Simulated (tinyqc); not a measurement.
# Zener tunnelling in a reverse-biased junction, two-band WKB: two studies

Abrupt p-n junction, depletion approximation. Energies E are counted from the conduction-band edge of the neutral n side; its Fermi level lies at dn, that of the p side at dn - V, and the valence-band edge of the neutral p side at Em = dn + dp - V. Tunnelling needs 0 < E < Em. Two-band dispersion with equal masses m: inside the gap kappa = sqrt(m u (1 - u/Eg)/C), u the distance from a band edge, C = hbar^2/(2 m0).

Parameters, values chosen for the exercise; band and dielectric values close to those of indium arsenide: temperature T = 300 K; band gap Eg = 0.345 eV; relative permittivity eps_r = 15.1; conduction-band density of states at 300 K Nc = 8.55e16 cm^-3; valence-band density of states at 300 K Nv = 6.49e18 cm^-3; band-edge mass of the two-band model m = 0.022 m0; acceptor density Na = 1.8e19 cm^-3; donor density Nd = 3.9e18 cm^-3; bias of the p side V = -0.97 V.

Constants: q = 1.602176634e-19 C, kB = 1.380649e-23 J/K, hbar = 1.054571817e-34 J s, h = 6.62607015e-34 J s, m0 = 9.1093837015e-31 kg, Vt = kB T/q, eps0 = 8.8541878128e-14 F/cm where lengths are in cm, hbar^2/(2 m0) = 0.0380998212 eV nm^2. Results are converted to the units shown.

Each table varies one quantity; the others keep the values above.

## Exponent along the true band profile

Nd = Nc F12(dn/Vt), Na = Nv F12(dp/Vt), F12(x) = (2/sqrt(pi)) int_0^infinity sqrt(u)/(1 + exp(u - x)) du; dn = EF - Ec on the n side, dp = Ev - EF on the p side (negative outside the bands); Vbi = Eg + dn + dp. W = sqrt(2 eps0 eps_r (Vbi - V)(1/Na + 1/Nd)/q), mean field F = (Vbi - V)/W, peak field 2 F. In a uniform field F the exponent is S = pi sqrt(m/C) Eg^1.5/(4 F). Transverse energy Et = C kt^2/m raises it to S (1 + 4 Et/Eg), so T = exp(-S) exp(-Et/Eb) with Eb = Eg/(4 S). KJ = (2 q^2/h) m/(4 pi C) (times 1e14 for A/cm^2 per eV^2). Along the true parabolic profile the field at the point where the conduction edge stands at e = E + u is sqrt(2 q Nd e/(eps0 eps_r)) for e < a D and sqrt(2 q Na (D - e)/(eps0 eps_r)) above, D = Vbi - V, a = Na/(Na + Nd); S(E) = 2 int_0^Eg kappa(u) du/field.

Result of one run:

| E (eV) | S(E) | S(E)/S of the mean field |
|---|---|---|
| 0.709 | 1.337 | 0.6435 |

What becomes of these results when the energy E is changed from 0.709 to 1.021 eV, all else the same?

Result of the changed run:

| E (eV) | S(E) | S(E)/S of the mean field |
|---|---|---|
| 1.021 | 1.147 | 0.5521 |

The whole series:

| E (eV) | S(E) | S(E)/S of the mean field |
|---|---|---|
| 0.085 | 2.591 | 1.247 |
| 0.241 | 1.979 | 0.9524 |
| 0.397 | 1.672 | 0.8048 |
| 0.553 | 1.477 | 0.7105 |
| 0.709 | 1.337 | 0.6435 |
| 0.865 | 1.231 | 0.5925 |
| 1.021 | 1.147 | 0.5521 |
| 1.177 | 1.088 | 0.5238 |
| 1.333 | 1.231 | 0.5922 |

S(E) goes from 2.59 through a minimum of 1.09 (at E = 1.177 eV among the rows listed) to 1.23. The mean field gives S = 2.08 and the peak field 1.04; the smallest S(E) is 0.52 of the mean-field value, so the mean field understates the best transmission by a factor of 2.69.

## Effect of the doping Nd

J = KJ exp(-S) Eb times the integral from 0 to Em of [f(E - dn) - f(E - dn + V)] [1 - exp(-min(E, Em - E)/Eb)] dE, f(x) = 1/(1 + exp(x/Vt)), with S and Eb from the mean field; J > 0 flows from p to n.

Effect of the doping Nd:

| Nd (cm^-3) | Vbi (V) | mean field (MV/cm) | S | J (A/cm^2) |
|---|---|---|---|---|
| 1.2e18 | 0.5745 | 0.3227 | 3.748 | -1.853e5 |
| 1.5e18 | 0.6042 | 0.3614 | 3.347 | -3.098e5 |
| 2e18 | 0.6493 | 0.4179 | 2.894 | -5.621e5 |
| 2.5e18 | 0.6906 | 0.4673 | 2.588 | -8.521e5 |
| 3.3e18 | 0.7512 | 0.5363 | 2.255 | -1.360e6 |
| 4.2e18 | 0.8137 | 0.6033 | 2.005 | -1.958e6 |
| 5.5e18 | 0.8965 | 0.6864 | 1.762 | -2.828e6 |
| 7.1e18 | 0.9898 | 0.7732 | 1.564 | -3.865e6 |
| 9.2e18 | 1.102 | 0.8694 | 1.391 | -5.138e6 |

What does the comparison show?

The mean field rises from 0.323 to 0.869 MV/cm, as Nd^(0.49), S falls from 3.75 to 1.39, and |J| rises from 1.85e5 to 5.14e6 A/cm^2: 1.44 decades, of which exp(-S) accounts for 1.02. Where S is below about 4, a WKB prefactor of 1 is a rough guess.

Range of the model: Parabolic densities of states, no band tails and no gap narrowing, all of which matter at such doping.

Computed by the program tinyqc: `OMP_NUM_THREADS=1 python tinyqc.py 2620167 2620168 out.jsonl`, one thread of a shared Intel Xeon 2.30GHz, about 0.01 s for the whole run.
